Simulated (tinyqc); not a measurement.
Ballistic Schottky-barrier transistor with a two-dimensional channel, WKB contacts: one step of the calculation.

Source Fermi level 0, drain Fermi level -Vd. Far from the contacts Ec = pn - psi, and the gate moves psi one to one; the band edges relax as exp(-x/lam) from pn at the source and pn - Vd at the drain; Ev = Ec - Eg. A carrier of energy w inside the channel band meets at a contact a barrier of height D (the contact edge beyond the channel edge): T = 1 for w >= D, else exp(-S), S = 4 lam sqrt(m/C) [sqrt(D - w) - sqrt(w) arctan sqrt((D - w)/w)], C = hbar^2/(2 m0). The two contacts combine as Ts Td/(Ts + Td - Ts Td).

Task. Current of the electrons on a coarse grid. I/W = g (2 q^2/h) int T(w) [N(Es + w) - N(Ed + w)] dw with w the energy of motion along the channel, N(y) = (1/2 pi) sqrt(pi m kB T/C) Fm(-y/kB T), Fm(x) = (1/sqrt(pi)) int_0^infinity u^(-1/2)/(1 + exp(u - x)) du. Electrons: Ds = psi, Dd = psi - Vd, Es = Ec, Ed = Ec + Vd. Holes: Ds = -psi, Dd = Vd - psi, Es = -Ev, Ed = -Ev - Vd. The size of each current is taken; both flow from drain to source and add. Simpson's rule on nE equally spaced w from 0 to wm.

Parameters, values chosen for the exercise; channel values close to those of a black phosphorus layer: temperature T = 300 K; barrier for electrons at both contacts pn = 0.3 eV; electron mass mn = 0.16 m0; valleys or subbands g = 1; screening length at the contacts lam = 2.9 nm; drain bias Vd = 0.05 V; band shift psi of the channel by the gate ps = 0.47 V; upper end of the grid wm = 0.65 eV; points of the grid nE = 17.

Constants: q = 1.602176634e-19 C, kB = 1.380649e-23 J/K, hbar = 1.054571817e-34 J s, h = 6.62607015e-34 J s, m0 = 9.1093837015e-31 kg, Vt = kB T/q, hbar^2/(2 m0) = 0.0380998212 eV nm^2. Results are converted to the units shown.

Wanted: w; Ts; Td; T; size of the supply difference; current.

Result.

| point | w (eV) | Ts | Td | T | size of the supply difference (1/um) |
|---|---|---|---|---|---|
| 0 | 0.00000 | 8.3626e-8 | 2.0389e-7 | 5.9303e-8 | 45.326 |
| 1 | 0.04063 | 7.6341e-5 | 1.7852e-4 | 5.3477e-5 | 55.355 |
| 2 | 0.08125 | 8.3891e-4 | 0.0018776 | 5.8017e-4 | 70.176 |
| 3 | 0.12187 | 0.0044099 | 0.0094221 | 0.0030130 | 76.985 |
| 4 | 0.16250 | 0.015716 | 0.031957 | 0.010647 | 51.066 |
| 5 | 0.20312 | 0.043412 | 0.083706 | 0.029428 | 18.040 |
| 6 | 0.24375 | 0.099458 | 0.18098 | 0.068588 | 4.3822 |
| 7 | 0.28437 | 0.19646 | 0.33526 | 0.14138 | 0.94368 |
| 8 | 0.32500 | 0.34253 | 0.54333 | 0.26596 | 0.19755 |
| 9 | 0.36562 | 0.53444 | 0.77677 | 0.46328 | 0.041105 |
| 10 | 0.40625 | 0.75025 | 0.96965 | 0.73304 | 0.0085422 |
| 11 | 0.44688 | 0.94131 | 1.0000 | 0.94131 | 0.0017747 |
| 12 | 0.48750 | 1.0000 | 1.0000 | 1.0000 | 3.6869e-4 |
| 13 | 0.52812 | 1.0000 | 1.0000 | 1.0000 | 7.6594e-5 |
| 14 | 0.56875 | 1.0000 | 1.0000 | 1.0000 | 1.5912e-5 |
| 15 | 0.60938 | 1.0000 | 1.0000 | 1.0000 | 3.3057e-6 |
| 16 | 0.65000 | 1.0000 | 1.0000 | 1.0000 | 6.8673e-7 |

current = 5.8425 uA/um

Range of the model: No scattering, image-force lowering, channel charge or band-to-band tunnelling; parabolic kappa overstates S deep in the gap.

Computed by the program tinyqc: `OMP_NUM_THREADS=1 python tinyqc.py 2390059 2390060 out.jsonl`, one thread of a shared Intel Xeon 2.30GHz, about 0.2 s for the whole run.
